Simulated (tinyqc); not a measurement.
Inside a calculation. Model: hopping conduction between localised states. Computed by tinyqc, a small Python program that keeps every step. Command: `OMP_NUM_THREADS=1 python tinyqc.py 3029469 3029470 out.jsonl hop walk`. One thread of a shared host (Intel(R) Xeon(R) Processor @ 2.30GHz), about 0.01 s of CPU time with the checks. Intermediate numbers are printed to about 6 digits and carried at full precision; extremes and crossings named in words are read from the listed rows.

Energies are counted from the Fermi level. A small network shows the mechanism; the laws of an infinite system follow.

Inputs (values chosen for the exercise, for a model impurity band):
```
quantity,value,unit
localisation length xi,3,nm
density of states g_0,1.8e+19,1/(eV cm^3)
permittivity eps,5.8,-
activation energy E_a to extended states,0.031,eV
prefactor of activated conduction,490,S/cm
prefactor of hopping,0.63,S/cm
conductance scale G_0,1,microsiemens
temperature T,33,K
```

Dimension: 3D.

sites of the small network (nm, nm, meV):
```
,x,y,energy
1,0,6.74,0.42
2,4.56,5.06,3.53
3,10.49,6.12,-0.44
4,14.89,7.19,-0.33
5,16.97,7.89,3.55
6,23.35,2.06,-3.47
7,27.75,6.96,-2.21
8,32,8.37,-0.06
```

Constants: k_B = 8.617333262e-05 eV/K; e^2/(4 pi eps_0) = 14.39964548 eV angstrom.

## Pair exponents

Miller-Abrahams exponent s_ij = 2 r_ij/xi + (|E_i| + |E_j| + |E_i - E_j|)/(2 k_B T); G_ij = G_0 exp(-s_ij). The diagonal is set to 0 and not used.

s_ij:
```
,1,2,3,4,5,6,7,8
1,0.0000,4.4811,7.3080,10.1949,12.5876,17.2442,19.4254,21.5298
2,4.4811,0.0000,5.4121,8.3889,9.7341,15.1469,17.5303,19.6884
3,7.3080,5.4121,0.0000,3.1735,5.8814,10.2107,12.2974,14.5730
4,10.1949,8.3889,3.1735,0.0000,2.8275,7.8161,9.3519,11.5498
5,12.5876,9.7341,5.8814,2.8275,0.0000,8.2303,9.2389,11.2946
6,17.2442,15.1469,10.2107,7.8161,8.2303,0.0000,5.6106,8.3582
7,19.4254,17.5303,12.2974,9.3519,9.2389,5.6106,0.0000,3.7623
8,21.5298,19.6884,14.5730,11.5498,11.2946,8.3582,3.7623,0.0000
```

## Kirchhoff solution

Site 1 is held at potential 1 and site 8 at 0; Kirchhoff's law sum_j G_ij (u_i - u_j) = 0 fixes the others; G = sum_j G_1j (1 - u_j). G_ij = G_0 exp(-s_ij).

potentials: [1.00000, 0.95264, 0.84062, 0.82792, 0.82429, 0.14753, 0.02569, 0.00000]

conductance G = 6.49999e-04 microsiemens

-ln(G/G_0) = 7.33854

## Critical path

Critical exponent s_c: the smallest value such that bonds with s_ij <= s_c connect site 1 with site 8.

critical exponent s_c = 7.81614

One such path is 1-2-3-4-6-7-8. -ln(G/G_0) = 7.34 against s_c = 7.82: the hardest unavoidable hop sets the conductance.

## The network against temperature

Miller-Abrahams exponent s_ij = 2 r_ij/xi + (|E_i| + |E_j| + |E_i - E_j|)/(2 k_B T); G_ij = G_0 exp(-s_ij). Site 1 is held at potential 1 and site 8 at 0; Kirchhoff's law sum_j G_ij (u_i - u_j) = 0 fixes the others; G = sum_j G_1j (1 - u_j). The last column is the length of the critical bond.

Network:
```
T (K),-ln(G/G_0),s_c,critical hop (nm)
9.9,10.0513,10.6634,9.89386
15.0,8.8939,9.2804,9.89386
23.0,7.9452,8.3467,9.89386
33.0,7.3385,7.8161,9.89386
50.0,6.8324,7.3910,8.64253
82.0,6.4347,6.7551,8.64253
160.0,6.1265,6.2708,8.64253
500.0,5.9049,5.9246,8.64253
```

-ln(G/G_0) follows s_c within 0.7. The critical hop is 9.89 nm long at the lowest T and 8.64 nm at the highest: on cooling the carrier goes farther to find a site of nearer energy, which is variable-range hopping.

## Variable-range laws

Mott: T_M = 21.2/(k_B g_0 xi^3), exponent (T_M/T)^(1/4), mean hop r = (3/8) xi times the exponent. Efros-Shklovskii: T_ES = 2.8 e^2/(4 pi eps eps_0 k_B xi), exponent (T_ES/T)^(1/2). Coulomb gap width g_0^(1/2) (e^2/(4 pi eps eps_0))^(3/2). The numerical coefficients come from percolation theory and are given.

T_M = 506205 K

T_ES = 2688.98 K

Mott exponent = 11.1289

Efros-Shklovskii exponent = 9.02686

mean hop by the Mott formula = 12.5200 nm

Coulomb gap = 16.5967 meV

The larger exponent, here Mott, is the one that limits; the two are equal at T = 14.3 K, below which the Coulomb gap rules.

## Total conductivity

sigma = s_1 exp(-E_a/k_B T) + s_2 exp(-larger of the two exponents); reduced activation energy w = d ln(sigma)/d ln(T) by a central difference of +/- 1 %.

activated part = 0.00903356 S/cm

hopping part = 9.24933e-06 S/cm

conductivity = 0.00904281 S/cm

reduced activation energy w = 10.8936

Activation to extended states carries 100 %. For sigma = s exp(-(T_0/T)^p), w = p (T_0/T)^p, so the slope of ln w against ln T gives -p.

Checks made by the program: current leaving the first site against current entering the last (relative difference below 1e-10).
